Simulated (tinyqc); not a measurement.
Worked calculation: tight binding, kagome lattice. One step of it, computed by the program tinyqc.

Question. Levels at k. Diagonalise the Hermitian matrix.

H(k) at k (eV), lower triangle (Hermitian):
```
,A,B,C
A,0.000000
B,-0.059690-0.312906i,0.000000
C,-0.488088+0.769103i,-0.903372-0.848323i,0.520000
```

Give: eigenvalues; weights |c|^2 of the basis functions.

Answer.

eigenvalues (eV): -1.1356  -0.3001  1.9557

weights |c|^2 of the basis functions:
```
,band 1,band 2,band 3
A,0.1333,0.6843,0.1824
B,0.4067,0.3097,0.2837
C,0.4600,0.0061,0.5339
```
